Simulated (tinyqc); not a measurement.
# Polycrystalline film, grain-boundary barriers (Seto model): two studies

One-dimensional grains of size Lg with donors N; each boundary has Qt acceptor-like traps per area at one level Et below the band edge. Trapped electrons qt deplete a width w = qt/N (both sides together) and raise a barrier Vb = q N w^2/(8 eps0 eps_r). Current crosses the barriers by thermionic emission at small bias. Abrupt depletion, full ionisation, Boltzmann statistics.

Parameters, values chosen for the exercise; values close to those of polycrystalline silicon:
```
symbol   value        unit                                     meaning
T          300           K                                 temperature
eps_r     11.7              relative permittivity of the semiconductor
Lg         400          nm                                  grain size
Qt      2.5e12       cm^-2                  trap density at a boundary
N       2.1e17       cm^-3                               donor density
mg         170  cm^2/(V s)                     mobility inside a grain
vc       8.4e6        cm/s          collection velocity at the barrier
Nc      2.8e19       cm^-3      conduction-band density of states at T
Et        0.55          eV              trap level below the band edge
```

Constants: q = 1.602176634e-19 C, kB = 1.380649e-23 J/K, Vt = kB T/q, eps0 = 8.8541878128e-14 F/cm where lengths are in cm. Results are converted to the units shown.

Each table varies one quantity; the others keep the values above.

## Effect of the trap density at a boundary

Partly depleted grains: the density at the grain centre is n0 = N and qt = Qt/(1 + 2 (Nc/N) exp((Vb - Et)/Vt)). If that gives qt >= N Lg, the grains are fully depleted: qt = N Lg, w = Lg and n0 = 2 Nc exp((Vb - Et)/Vt)/(Qt/(N Lg) - 1). Resistivity: barriers rb = Vt exp(Vb/Vt)/(q n0 vc Lg), grain interior rg = (1 - w/Lg)/(q mg N); effective mobility 1/(q N (rb + rg)).

The same in every row: n0 (cm^-3) = 2.100e17.

Results:
```
Qt (cm^-2)     w/Lg   Vb (V)  resistivity (ohm cm)
4.2e11      0.05000  0.01624                0.1704
6.1e11      0.07262  0.03426                0.1707
9e11         0.1071  0.07457                0.1970
2e12         0.2256   0.3307                 822.2
2.9e12       0.2429   0.3832                  6273
4.2e12       0.2499   0.4056               1.490e4
6.2e12       0.2549   0.4221               2.822e4
```

Estimate the missing row, Qt = 1.3e12 cm^-2.

Computed row:
```
Qt (cm^-2)    w/Lg  Vb (V)  resistivity (ohm cm)
1.3e12      0.1548  0.1556                 1.086
```

With this row back in the table: As Qt goes from 4.2e11 to 6.2e12 cm^-2, the barrier rises from 0.0162 to 0.422 V and the resistivity rises from 0.170 to 28200 ohm cm. The grains are fully depleted in 0 of the 8 rows. For Qt = 4.2e11 to 6.1e11 cm^-2 the barrier is under 2 Vt, where the depletion and emission pictures are rough.

## Effect of the grain size

Same model as above.

Result of one run:
```
Lg (nm)     w/Lg  Vb (V)  n0 (cm^-3)  resistivity (ohm cm)
1500     0.06360  0.3695    2.100e17                 984.1
```

What becomes of these results when the grain size Lg is changed from 1500 to 560 nm, all else the same?

Result of the changed run:
```
Lg (nm)    w/Lg  Vb (V)  n0 (cm^-3)  resistivity (ohm cm)
560      0.1704  0.3695    2.100e17                  2636
```

The whole series:
```
Lg (nm)     w/Lg  Vb (V)  n0 (cm^-3)  resistivity (ohm cm)
80         1.000  0.2598    1.531e15               3.633e4
130       0.7339  0.3695    2.100e17               1.135e4
210       0.4543  0.3695    2.100e17                  7028
340       0.2806  0.3695    2.100e17                  4341
560       0.1704  0.3695    2.100e17                  2636
910       0.1048  0.3695    2.100e17                  1622
1500     0.06360  0.3695    2.100e17                 984.1
2400     0.03975  0.3695    2.100e17                 615.1
```

As Lg goes from 80 to 2400 nm, the barrier rises from 0.260 to 0.370 V and the resistivity falls from 36300 to 615 ohm cm. The grains are fully depleted in 1 of the 8 rows.

Numbers from tinyqc (`OMP_NUM_THREADS=1 python tinyqc.py 2610009 2610010 out.jsonl`; about 0.01 s on one thread of a shared Intel Xeon 2.30GHz).
